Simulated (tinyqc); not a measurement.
From results back to parameters: donor level screened by free carriers (Yukawa potential). Two cases, with inputs chosen for the exercise.

Problem. With Debye screening alone, ks^2 = 4 pi q n/(eps kB T), 1e18/cm^3 = 1e-6/angstrom^3. The converged binding was computed from a hidden density.

Potential -(q/(eps r)) exp(-ks r), q = e^2/(4 pi eps0). In units Ry* = Ry m/eps^2 and a* = a0 eps/m the problem is [-Laplacian - 2 exp(-x r)/r] psi = E psi with x = ks a*.

Converged values use 18 functions exp(-z r), z = 1.55^i, i = -11 to 6: S = 2/A^3, H = z_i z_j S - 2/(A + x)^2, A = z_i + z_j.

Constants: e^2/(4 pi eps0) = 14.39964547 eV angstrom; kB = 8.617333262e-05 eV/K.

Find: x; n.

Method. The binding in Ry* falls steadily with x, so bisection gives x; then n = (x/a*)^2 eps kB T/(4 pi q).

Case 1.

Values chosen (out of a larger set: near those of a donor in 4H SiC, with one mean mass; not measured data): eps = 9.9 (dielectric constant); T = 200 K (temperature).

Ry* = 54.972 meV
a* = 13.23 angstrom
binding = 25.4659 meV

Solution.

x = 0.342
n = 0.63 x 1e18/cm^3

Case 2.

Values chosen (out of a larger set: near those of a donor in 4H SiC, with one mean mass; not measured data): eps = 9.7 (dielectric constant); T = 77 K (temperature).

Ry* = 57.263 meV
a* = 12.96 angstrom
binding = 34.2695 meV

Solution.

x = 0.238
n = 0.12 x 1e18/cm^3

Computed by tinyqc, one run a case: `OMP_NUM_THREADS=1 python tinyqc.py N N+1 out.jsonl` with N = 1282608, 1282649; one thread of a shared Intel(R) Xeon(R) Processor @ 2.30GHz, about 0.02 s a run at most.
